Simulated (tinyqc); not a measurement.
Inside a calculation. Method: tight binding, kagome lattice. One step of it, computed by the program tinyqc.

Task: Levels at k. Diagonalise the Hermitian matrix.

H(k) at k (eV):
```
                     A                    B                    C
A             0.000000  -0.038014+0.300915i  -2.092052+0.828302i
B  -0.038014-0.300915i             0.000000  -0.561650-1.021637i
C  -2.092052-0.828302i  -0.561650+1.021637i             0.000000
```

Give: eigenvalues; weights |c|^2 of the basis functions.

Result:

eigenvalues (eV): -2.6666  0.2466  2.4200

weights |c|^2 of the basis functions:
```
   band 1  band 2  band 3
A  0.3881  0.2051  0.4068
B  0.1382  0.7900  0.0718
C  0.4737  0.0049  0.5214
```
